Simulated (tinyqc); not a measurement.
# Worked calculation: off-state leakage of single and stacked transistors

tinyqc, about 0.04 s, one thread, Intel Xeon 2.30GHz (shared host): `OMP_NUM_THREADS=1 python tinyqc.py 2242146 2242147 out.jsonl` Printed values are rounded.

n-channel devices of unit width. Subthreshold current I(Vg, Vs, Vd) = I0 (T/300 K)^0.5 exp[(Vg - Vs - VT(T) - gb (Vs - Vb) + dd (Vd - Vs))/(nf Vt)] (1 - exp(-(Vd - Vs)/Vt)), VT(T) = VT - cT (T - 300 K). Gate-edge tunnelling Ig (Vd/1 V) exp(ag (Vd - 1 V)), for a gate at 0 V, and band-to-band leakage Ab u exp(-Bb/u), u = Vd - Vb + 1 V, flow at a drain held at V; both are taken as independent of T. In a stack of off transistors (all gates at 0 V) the same subthreshold current passes through each.

Inputs (values chosen for the exercise); values of the order met in bulk silicon logic transistors:
- T = 330 K (temperature)
- V = 1.1 V (supply voltage)
- VT = 0.48 V (threshold at 300 K, zero drain and body bias)
- cT = 0.8 mV/K (fall of the threshold with temperature)
- I0 = 0.1 uA/um (current at threshold at 300 K)
- nf = 1.48 (slope factor)
- dd = 0.1 (drain-induced lowering per volt)
- gb = 0.2 (rise of the threshold per volt of source-body bias)
- Ig = 0.0008 uA/um (gate-edge tunnelling current at 1 V)
- ag = 3 1/V (exponential slope of the gate current)
- Ab = 3 uA/(um V) (prefactor of band-to-band leakage at the drain)
- Bb = 20 V (its exponential voltage)
- Vb = 0 V (body voltage)

Constants: q = 1.602176634e-19 C, kB = 1.380649e-23 J/K, Vt = kB T/q. Results are converted to the units shown.

## Leakage of one transistor

Vg = Vs = 0, Vd = V; effective threshold VT(T) - gb Vb - dd V.

effective threshold = 0.346 V
parts (nA/um): subthreshold 0.0282057, gate edge 1.18788, band-to-band 0.460471
total = 1.67655 nA/um
shares (%): subthreshold 1.68237, gate edge 70.8523, band-to-band 27.4654

The gate edge part is the largest.

## Starting value

Vx = dd V/(1 + gb + 2 dd), the solution for Vx well above Vt, rounded to three decimals.

Vx at the start = 0.079 V

## Iteration 1: new Vx

Stack of two, Vx the node between them: I_low = I(0, 0, Vx), I_up = I(0, Vx, V), f = ln(I_up/I_low), f' = -(1 + gb + 2 dd)/(nf Vt) - 1/(Vt (exp(Vx/Vt) - 1)) - 1/(Vt (exp((V - Vx)/Vt) - 1)), Vx(new) = Vx - f/f'.

I_low = 0.00233830 nA/um
I_up = 0.00245799 nA/um
f = 0.0499192
f' = -35.5951 1/V
Vx after iteration 1 = 0.0804024 V

## Iteration 2: new Vx

As before.

I_low = 0.00235359 nA/um
I_up = 0.00235379 nA/um
f = 8.43656e-5
f' = -35.4759 1/V
Vx after iteration 2 = 0.0804048 V

## Course of the iteration

Stop when the step is below 1e-11 V, or after 40 iterations.

Course of the iteration:
```
iteration  Vx before the step (V)  step (V)
1                           0.079   1.40e-3
2                       0.0804024   2.38e-6
3                       0.0804048  6.59e-12
```

Converged in 3 iterations. The subthreshold current of the stack is 0.002354 nA/um, 12.0 times less than that of one transistor (the drain leakage is unchanged); the estimate exp[dd V (1 + gb + dd)/((1 + gb + 2 dd) nf Vt)] gives 11.3.
